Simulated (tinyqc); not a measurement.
From results back to parameters: metal-induced gap states at the contact of a metal chain and a two-band chain. Three cases, with inputs chosen for the exercise.

Problem. With gap states the barrier for electrons is phi = S (W - chi - p) + p, W being the work function of the metal, S the pinning factor and p the depth of the neutrality level below the conduction edge. The barriers for two metals come from hidden S and p, those of the chain and not of a measured contact.

Case 1.

Values chosen (out of a larger set: gap and optical dielectric constant near those of Ge; the chain itself is a model; not measured data):
- W1 = 4.22 eV (work function of metal 1)
- W2 = 5.67 eV (of metal 2)
- chi = 3.94 eV (electron affinity)

barriers (eV): metal 1 0.32360, metal 2 0.50920

Case 2.

Values chosen (out of a larger set: gap and optical dielectric constant near those of HfO2; the chain itself is a model; not measured data):
- W1 = 4.21 eV (work function of metal 1)
- W2 = 5.21 eV (of metal 2)
- chi = 2.46 eV (electron affinity)

barriers (eV): metal 1 2.07368, metal 2 2.80168

Case 3.

Values chosen (out of a larger set: gap and optical dielectric constant near those of SiC; the chain itself is a model; not measured data):
- W1 = 4.23 eV (work function of metal 1)
- W2 = 5.69 eV (of metal 2)
- chi = 3.72 eV (electron affinity)

barriers (eV): metal 1 1.13296, metal 2 1.71842

Find: S, p (eV).

Solution. The slope of the barrier against W is S; then p = (phi1 - S (W1 - chi))/(1 - S).

Case 1.

S, p (eV): 0.128  0.330

Case 2.

S, p (eV): 0.728  2.940

Case 3.

S, p (eV): 0.401  1.550

Computed by tinyqc, one run a case: `OMP_NUM_THREADS=1 python tinyqc.py N N+1 out.jsonl` with N = 1482212, 1482230, 1482295; one thread of a shared Intel(R) Xeon(R) Processor @ 2.30GHz, about 0.01 s a run at most.
